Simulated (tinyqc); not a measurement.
Worked calculation: CIS on RHF in the sto-6g basis, for H4, spin multiplicity 1. Computed by tinyqc, a small Python program that keeps every step (integrals from PySCF). Settings: charge = 0, multiplicity = 1, basis = sto-6g, method = RHF, energy threshold = 1e-10, iteration cap = 71, orthogonalisation = symmetric, start = Wolfsberg-Helmholz matrix, DIIS depth = 6. Command: `OMP_NUM_THREADS=1 python tinyqc.py 24561 24562 out.jsonl` (the two numbers bound the seeds that draw the settings). One thread of a shared host (Intel(R) Xeon(R) Processor @ 2.60GHz), about 0.06 s of CPU time with the checks. The early iterations of the SCF are left out here.

## One-electron integrals

Geometry (angstrom):
```
atom         x         y         z
H     0.000000  0.000000  0.000000
H     0.000000  0.000000  0.911000
H     0.000000  0.000000  1.720000
H     0.000000  0.000000  2.630000
```

Basis sto-6g: exponents (1/bohr^2) and contraction coefficients of normalised primitives:
```
element  l (shell)   exponent  coefficient
H            s (1)  35.523221     0.009164
H            s (1)   6.513144     0.049361
H            s (1)   1.822143     0.168538
H            s (1)   0.625955     0.370563
H            s (1)   0.243077     0.416492
H            s (1)   0.100112     0.130334
```

Overlap, kinetic and nuclear-attraction integrals over the contracted functions; the nuclear repulsion is the sum of Za Zb / Rab.

nuclear repulsion = 2.63321064 hartree

overlap S, lower triangle:
```
          1H 1s     2H 1s     3H 1s     4H 1s
1H 1s  1.000000
2H 1s  0.550437  1.000000
3H 1s  0.185583  0.614913  1.000000
4H 1s  0.041763  0.185865  0.551056  1.000000
```

kinetic energy T (hartree), lower triangle:
```
           1H 1s      2H 1s     3H 1s     4H 1s
1H 1s   0.768522
2H 1s   0.146964   0.768522
3H 1s  -0.005203   0.196067  0.768522
4H 1s  -0.008876  -0.005162  0.147399  0.768522
```

nuclear attraction V (hartree), lower triangle:
```
           1H 1s      2H 1s      3H 1s      4H 1s
1H 1s  -2.303341
2H 1s  -1.286749  -2.713687
3H 1s  -0.421486  -1.576305  -2.714020
4H 1s  -0.088096  -0.422223  -1.288674  -2.304027
```

core Hamiltonian H = T + V (hartree), lower triangle:
```
           1H 1s      2H 1s      3H 1s      4H 1s
1H 1s  -1.534819
2H 1s  -1.139784  -1.945165
3H 1s  -0.426689  -1.380239  -1.945498
4H 1s  -0.096972  -0.427384  -1.141275  -1.535505
```

## Two-electron integrals

Functions are numbered as in S; the eight-fold symmetry (ij|kl) = (ji|kl) = (kl|ij) leaves the list below.

Two-electron integrals (ij|kl) in chemists' order, unique and non-zero (hartree):
```
(11|11) 0.774999   (21|11) 0.352338   (21|21) 0.198290   (22|11) 0.507947
(22|21) 0.352338   (22|22) 0.774999   (31|11) 0.093261   (31|21) 0.057337
(31|22) 0.114231   (31|31) 0.018579   (32|11) 0.239485   (32|21) 0.172254
(32|22) 0.405872   (32|31) 0.063846   (32|32) 0.253867   (33|11) 0.304783
(33|21) 0.221576   (33|22) 0.544343   (33|31) 0.093261   (33|32) 0.405872
(33|33) 0.774999   (41|11) 0.016564   (41|21) 0.010484   (41|22) 0.021698
(41|31) 0.003647   (41|32) 0.013315   (41|33) 0.021695   (41|41) 0.000784
(42|11) 0.056890   (42|21) 0.040066   (42|22) 0.093429   (42|31) 0.015686
(42|32) 0.063958   (42|33) 0.114425   (42|41) 0.003653   (42|42) 0.018640
(43|11) 0.134866   (43|21) 0.094030   (43|22) 0.221892   (43|31) 0.040051
(43|32) 0.172501   (43|33) 0.352841   (43|41) 0.010495   (43|42) 0.057500
(43|43) 0.198785   (44|11) 0.201139   (44|21) 0.134748   (44|22) 0.304950
(44|31) 0.056821   (44|32) 0.239634   (44|33) 0.508293   (44|41) 0.016564
(44|42) 0.093429   (44|43) 0.352841   (44|44) 0.774999
```

## Orthogonalisation

S = U s U^T; symmetric (Loewdin) form X = U s^(-1/2) U^T, so that X^T S X = 1.

eigenvalues of S: 0.207586  0.538076  1.135739  2.118600

X, lower triangle:
```
           1H 1s      2H 1s      3H 1s     4H 1s
1H 1s   1.162956
2H 1s  -0.404280   1.428253
3H 1s   0.089480  -0.526003   1.428818
4H 1s  -0.015439   0.089571  -0.404971  1.163434
```

## Starting guess

The start is the generalised Wolfsberg-Helmholz matrix (K = 1.75) built on H; D = 2 C_occ C_occ^T.

D at the start, lower triangle:
```
           1H 1s      2H 1s     3H 1s     4H 1s
1H 1s   0.719429
2H 1s   0.530077   0.663706
3H 1s  -0.227800   0.233995  0.663301
4H 1s  -0.617793  -0.228081  0.529735  0.719351
```

## Iteration 5 (converged): orbitals

converged F (hartree), lower triangle:
```
           1H 1s      2H 1s      3H 1s      4H 1s
1H 1s  -0.289640
2H 1s  -0.528019  -0.463854
3H 1s  -0.236831  -0.532653  -0.464242
4H 1s  -0.025680  -0.237177  -0.528548  -0.290112
```

Diagonalise F' = X^T F X, C = X C', fill 2 alpha and 2 beta electrons from the bottom; D = 2 C_occ C_occ^T. Each column has its largest component positive (the first on a tie).

F' = X^T F X (hartree), lower triangle:
```
           1          2          3         4
1   0.013848
2  -0.562521   0.176021
3   0.091664  -0.584081   0.176277
4   0.024928   0.091704  -0.563172  0.014073
```

orbital energies (hartree): MO1 -0.705968, MO2 -0.385037, MO3 0.336924, MO4 1.134300

coefficients C:
```
            MO1        MO2        MO3        MO4
1H 1s  0.245277   0.550410   0.805101   0.716139
2H 1s  0.419985   0.382728  -0.529908  -1.372727
3H 1s  0.420480  -0.382075  -0.529018   1.373886
4H 1s  0.245843  -0.550007   0.804888  -0.717671
```

D after iteration 5, lower triangle:
```
           1H 1s      2H 1s     3H 1s     4H 1s
1H 1s   0.726223
2H 1s   0.627340   0.645736
3H 1s  -0.214327   0.060729  0.645569
4H 1s  -0.484859  -0.214506  0.627031  0.725892
```

## Convergence

Stop when the energy changes by less than 1e-10 hartree and every element of the error matrix X^T (F D S - S D F) X is below 3e-06.

Course of the cycle:
```
iteration  E (hartree)     change  largest element of the error matrix
1          -2.09251824          -                             1.15e-01
2          -2.11113683  -1.86e-02                             3.76e-02
3          -2.11273333  -1.60e-03                             2.61e-03
4          -2.11274102  -7.69e-06                             5.11e-06
5          -2.11274102  -2.93e-11                             5.97e-07
```

PySCF RHF in the same basis = -2.11274102 hartree

Converged in 5 iterations.

## Populations, bond orders and dipole

Mulliken: Z minus the diagonal of D S on the atom; Loewdin: the same with S^(1/2) D S^(1/2); Mayer order: 2 sum_s sum (D(s) S)_ij (D(s) S)_ji over the two atoms.

Charges (e):
```
atom   Mulliken    Loewdin
1H    -0.011510  -0.039656
2H     0.011479   0.039580
3H     0.011335   0.039564
4H    -0.011304  -0.039489
```

Mayer bond orders:
```
pair      order
2-1    0.793163
3-1   -0.001362
3-2    0.208066
4-1    0.208066
4-2   -0.001361
4-3    0.793167
```

dipole moment about the origin, x y z (debye): 0.000000  0.000000  0.001078

## Integrals over molecular orbitals

(pq|rs) = sum C_ip C_jq C_kr C_ls (ij|kl), one index at a time.

one-electron integrals over orbitals h = C^T H C (hartree), lower triangle:
```
           1          2          3          4
1  -2.018437
2   0.000038  -1.636509
3   0.181648   0.000291  -1.307340
4  -0.000226   0.145978   0.000003  -0.799999
```

Two-electron integrals over orbitals (pq|rs), unique and non-zero (hartree):
```
(11|11) 0.541326    (21|11) -0.000187   (21|21) 0.145991    (22|11) 0.458567
(22|21) 0.000149    (22|22) 0.480329    (31|11) -0.094742   (31|21) -0.000157
(31|22) 0.009510    (31|31) 0.105973    (32|11) -0.000291   (32|21) 0.105926
(32|22) 0.000134    (32|31) 0.000055    (32|32) 0.148695    (33|11) 0.474542
(33|21) 0.000097    (33|22) 0.474923    (33|31) -0.012386   (33|32) 0.000059
(33|33) 0.496757    (41|11) 0.000188    (41|21) -0.049339   (41|22) -0.000040
(41|31) -0.000080   (41|32) 0.039515    (41|33) -0.000024   (41|41) 0.098498
(42|11) -0.094938   (42|21) -0.000119   (42|22) -0.005441   (42|31) 0.093214
(42|32) 0.000088    (42|33) -0.006315   (42|41) -0.000068   (42|42) 0.099965
(43|11) -0.000164   (43|21) 0.137571    (43|22) 0.000167    (43|31) -0.000142
(43|32) 0.105775    (43|33) 0.000116    (43|41) -0.047621   (43|42) -0.000125
(43|43) 0.150141    (44|11) 0.573657    (44|21) -0.000147   (44|22) 0.492724
(44|31) -0.101256   (44|32) -0.000281   (44|33) 0.514995    (44|41) 0.000188
(44|42) -0.107908   (44|43) -0.000137   (44|44) 0.648843
```

## CIS matrix, singlets

A(ia,jb) = (e_a - e_i) d_ij d_ab + 2 (ia|jb) - (ij|ab).

CIS matrix A, singlet (hartree), lower triangle:
```
          1>3        1>4       2>3       2>4
1>3  0.780296
1>4  0.000003   1.463607
2>3  0.000013  -0.058541  0.544428
2>4  0.048856   0.000012  0.000010  1.226543
```

## CIS singlet states

dipole integrals <i|r|a> (bohr):
```
            x         y          z
1>3  0.000000  0.000000   0.000857
1>4  0.000000  0.000000  -0.132332
2>3  0.000000  0.000000  -1.729842
2>4  0.000000  0.000000   0.000479
```

Diagonalise A (1 hartree = 27.211386 eV); each vector has its largest component positive (the first on a tie). The transition dipole is mu = sqrt2 sum c_ia <i|r|a>.

singlet excitation energies (eV): 14.713586  21.089081  33.519788  39.927812

lowest vectors:
```
       state 1    state 2    state 3    state 4
1>3  -0.000054   0.994197   0.107571   0.000007
1>4   0.063305   0.000001  -0.000046   0.997994
2>3   0.997994   0.000053   0.000021  -0.063305
2>4  -0.000012  -0.107571   0.994197   0.000047
```

oscillator strengths 2/3 w |mu|^2: 2.169603  0.000001  0.000000  0.000996

## CIS matrix, triplets

A(ia,jb) = (e_a - e_i) d_ij d_ab - (ij|ab).

CIS matrix A, triplet (hartree), lower triangle:
```
           1>3        1>4        2>3       2>4
1>3   0.568350
1>4   0.000164   1.266611
2>3  -0.000097  -0.137571   0.247038
2>4  -0.137571   0.000147  -0.000167  1.026614
```

## CIS triplet states

Diagonalise A (1 hartree = 27.211386 eV); each vector has its largest component positive (the first on a tie).

triplet excitation energies (eV): 6.226003  14.428090  28.973073  34.962484

lowest vectors:
```
      state 1    state 2    state 3    state 4
1>3  0.000315   0.963675  -0.267076   0.000134
1>4  0.131410  -0.000329  -0.000536   0.991328
2>3  0.991328  -0.000326  -0.000075  -0.131410
2>4  0.000237   0.267076   0.963675   0.000578
```
